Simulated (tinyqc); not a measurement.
Comparisons within one model: smearing for a one-band metal on the square lattice. A value that a table varies takes the place of the one given here.

Lattice vectors (units of a): a1 = (1, 0), a2 = (0, 1). E(k) = -t A_1(k) - t2 A_2(k), A_m the sum of cos(k . R) over the 4 nearest and 4 second lattice vectors. Mesh k = sum (j_i/N) b_i, j_i = 0 .. N-1.

With x = (E_k - mu)/sigma: Fermi-Dirac f = 1/(1 + exp(x)), s = -f ln f - (1 - f) ln(1 - f); Gaussian f = erfc(x)/2, s = exp(-x^2)/(2 sqrt(pi)); Methfessel-Paxton (first order) f = erfc(x)/2 - x exp(-x^2)/(2 sqrt(pi)), s = (1 - 2 x^2) exp(-x^2)/(4 sqrt(pi)); cold (Marzari-Vanderbilt) with y = x + 1/sqrt(2), f = erfc(y)/2 + exp(-y^2)/sqrt(2 pi), s = y exp(-y^2)/sqrt(2 pi). With weights w = points/N^d (d the dimension), mu solves 2 sum w f = ne; E = 2 sum w f E_k, S = 2 sum w s, F = E - sigma S.

With x = (E_k - mu)/sigma: Gaussian f = erfc(x)/2, s = exp(-x^2)/(2 sqrt(pi)); Methfessel-Paxton (first order) f = erfc(x)/2 - x exp(-x^2)/(2 sqrt(pi)), s = (1 - 2 x^2) exp(-x^2)/(4 sqrt(pi)). With weights w = points/N^d (d the dimension), mu solves 2 sum w f = ne; E = 2 sum w f E_k, S = 2 sum w s, F = E - sigma S.

With x = (E_k - mu)/sigma: Gaussian f = erfc(x)/2, s = exp(-x^2)/(2 sqrt(pi)). With weights w = points/N^d (d the dimension), mu solves 2 sum w f = ne; E = 2 sum w f E_k, S = 2 sum w s, F = E - sigma S.

Values chosen for the exercise: t = 1.23 eV (nearest hopping); t2 = -0.33 eV (second hopping); ne = 0.87 (electrons per cell); N = 6 (unshifted mesh); sigma = 0.123 eV (width).

## Error of each scheme against the width

All on the dense mesh N = 200. The reference is F of first-order Methfessel-Paxton smearing with sigma = 0.05 t on the mesh N = 200; it moves by 0.00 meV on the mesh N = 250, so errors below a few times that are not resolved.

Errors (meV per cell):
```
sigma (eV)     FD F  FD (E+F)/2  Gauss F  Gauss (E+F)/2   MP F  cold F
0.123        -10.67       -0.14    -1.60           0.02   0.02    0.19
0.184        -23.49       -0.93    -3.63           0.06   0.09    0.52
0.246        -40.60       -2.37    -6.51           0.05   0.11    0.81
0.369        -86.26       -7.15   -14.60          -0.24  -0.12    1.06
0.492       -145.48      -14.68   -25.56          -0.94  -0.77    0.88
0.738       -297.86      -39.75   -55.20          -3.54  -3.22   -0.56
0.984       -486.34      -79.39   -94.10          -7.63  -7.10   -3.24
```

reference = -1.91365 eV

Doubling sigma from 0.246 to 0.492 eV multiplies the error of F by 3.6 (Fermi-Dirac) and 3.9 (Gaussian); a pure sigma^2 term would give 4. At the smallest width Fermi-Dirac errs 6.7 times as much as Gaussian, against 2 pi^2/3 = 6.6 for the ratio of the sigma^2 terms at equal sigma. At the largest width the sizes of the errors rank cold F 3.2, MP F 7.1, Gauss (E+F)/2 7.6, FD (E+F)/2 79.4, Gauss F 94.1, FD F 486.3 meV; the reference is good to about 0.01 meV.

## Mesh against width

Gaussian smearing, (E + F)/2. The reference is F of first-order Methfessel-Paxton smearing with sigma = 0.05 t on the mesh N = 200; it moves by 0.00 meV on the mesh N = 250, so errors below a few times that are not resolved.

Errors (meV per cell):
```
N   sigma = 0.05 t  sigma = 0.15 t  sigma = 0.4 t
4           -90.01          -90.54         -87.48
8            -9.40          -11.38         -10.44
12            2.72            3.63           0.88
16            3.80            2.77          -0.89
24           -0.16           -0.16          -0.95
48           -0.12            0.05          -0.94
```

reference = -1.91365 eV

First N from which the value stays within 2 meV of its last entry (which need not be the best one): 24 for sigma = 0.05 t, 24 for sigma = 0.15 t, 12 for sigma = 0.4 t. At the last mesh the errors are -0.12, +0.05 and -0.94 meV. The widest smearing converges sooner with the mesh than the narrowest, at the price of a bias that the last row shows. The smallest error belongs to 0.05 t on 2, 0.15 t on 1, 0.4 t on 3 of the 6 meshes.

## What moves the results of Gaussian smearing

All sums formed anew. Each row changes one parameter from the base and keeps the others.

Results:
```
case              mu (eV)   E (eV)       S   F (eV)
base              -0.4508  -1.9254  0.0478  -1.9313
N = 12            -1.1219  -1.9089  0.0250  -1.9120
sigma = 0.246 eV  -0.5715  -1.9254  0.0478  -1.9372
ne = 0.97         -0.3737  -1.9584  0.1105  -1.9720
t2 = -0.207 eV    -0.3278  -1.9209  0.0478  -1.9268
t = 1.353 eV      -0.4508  -2.1168  0.0478  -2.1226
```

The largest shifts from the base row, up to three for each result and ties (the steps differ in size, so this ranks the rows, not the parameters). mu (eV): N -0.6711, t2 +0.1230, sigma -0.1208; unchanged at the printed digits by t. E (eV): t -0.1913, ne -0.0330, N +0.0165; unchanged at the printed digits by sigma. S: ne +0.0627, N -0.0228; unchanged at the printed digits by sigma, t2 and t. F (eV): t -0.1913, ne -0.0407, N +0.0193.

Program tinyqc; command `OMP_NUM_THREADS=1 python tinyqc.py 1652429 1652430 out.jsonl`; about 0.07 s on one thread of a shared Intel(R) Xeon(R) Processor @ 2.30GHz.
